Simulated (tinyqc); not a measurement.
Grain growth, pinning, strength and diffusional creep of a polycrystal or thin film: one step, computed by the program tinyqc. Command: `OMP_NUM_THREADS=1 python tinyqc.py 3030493 3030494 out.jsonl grain walk`. One thread of a shared host (Intel(R) Xeon(R) Processor @ 2.30GHz), about 0.01 s of CPU time with the checks.

One mean grain size d describes the structure.

Question. Yield stress. Hall-Petch term k_y/sqrt(d). Orowan term 3.06 x 0.4 G b ln(2 rbar/b)/(pi lambda sqrt(1 - nu)) with nu = 1/3, rbar = sqrt(2/3) r, lambda = rbar (sqrt(pi/f) - 2). Film term (threading dislocation, matched substrate, the geometry of an fcc (111) film taken for all cases): 3.464 G b ln(2 h/b)/(4 pi (1 - nu) h). The terms are added to sigma_0.

Inputs (values chosen for the exercise, modelled on copper):

| quantity | value | unit |
|---|---|---|
| shear modulus G | 46.1 | GPa |
| Burgers vector b | 2.556 | angstrom |
| anneal temperature T | 529 | K |
| particle volume fraction f | 0.00029 | - |
| particle radius r | 12 | nm |
| film thickness h | 230 | nm |
| friction stress sigma_0 | 30 | MPa |
| Hall-Petch slope k_y | 0.11 | MPa m^0.5 |

Sample: thin film on a substrate.

grain size d = 535.8418 nm

Give: Hall-Petch term; Orowan term; film term; yield stress.

Answer.

Hall-Petch term = 150.27 MPa

Orowan term = 24.394 MPa

film term = 158.78 MPa

yield stress = 363.44 MPa
